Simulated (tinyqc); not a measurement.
# Worked calculation: thermionic emission over a Gaussian spread of barriers

Computed by the program tinyqc: `OMP_NUM_THREADS=1 python tinyqc.py 2640154 2640155 out.jsonl`, one thread of a shared Intel Xeon 2.30GHz, about 0.01 s for the whole run. Printed values are rounded.

Metal on an n-type semiconductor with one parabolic valley; V > 0 is forward bias (metal positive). Patches of barrier height b are spread as a Gaussian with mean phi - r2 V and variance sg^2 + r3 V; each carries A* T^2 exp(-b/Vt) [exp(V/Vt) - 1].

Values chosen for this exercise; band and dielectric values those of a made-up semiconductor: temperature T = 400 K; electron mass me = 0.119 m0; barrier height seen from the metal phi = 1.26 eV; standard deviation of the barrier heights sg = 0.061 eV; shift of the mean barrier per volt, with its sign reversed (rho2) r2 = -0.015; change of sg^2 per volt (rho3) r3 = -0.0022 V; bias V = 0.19 V; barrier heights sampled nb = 11.

Constants: q = 1.602176634e-19 C, kB = 1.380649e-23 J/K, h = 6.62607015e-34 J s, m0 = 9.1093837015e-31 kg, Vt = kB T/q. Results are converted to the units shown.

## Apparent barrier, ideality and current

A* = 4 pi q me m0 kB^2/h^3 (times 1e-4 for A/(cm^2 K^2)). The mean of exp(-b/Vt) gives the apparent barrier phi_ap(V) = phi - r2 V - (sg^2 + r3 V)/(2 Vt), J = A* T^2 exp(-phi_ap/Vt) [exp(V/Vt) - 1], and 1/n = 1 + r2 + r3/(2 Vt).

A* = 14.3006 A/(cm^2 K^2)
phi_ap(0) = 1.20602 eV
phi_ap(V) = 1.21494 eV
n = 1.04922
J = 2.78016e-7 A/cm^2

## The same mean by Simpson's rule

With mean mu and deviation s at this bias, take nb equally spaced b from mu - s^2/Vt - 3.5 s to mu + s, the Gaussian density g(b) and y = g exp(-(b - mu)/Vt); the integral I of y gives phi_ap = mu - Vt ln I.

```
point   b (eV)    g (1/eV)   y (1/eV)
0      0.96587  1.10495e-5  0.0609633
1      1.00132  2.21201e-4   0.436443
2      1.03676  0.00302720    2.13599
3      1.07221   0.0283209    7.14630
4      1.10765    0.181128    16.3447
5      1.14310    0.791911    25.5554
6      1.17854     2.36690    27.3150
7      1.21399     4.83608    19.9587
8      1.24943     6.75491    9.96954
9      1.28488     6.44998    3.40432
10     1.32032     4.21026   0.794688
```

I = 3.99806
phi_ap = 1.21508 eV

This differs from the closed form by 0.14 meV. The integrand peaks at b = 1.18 eV among these points, below the mean of 1.26 eV: low barriers carry the current.
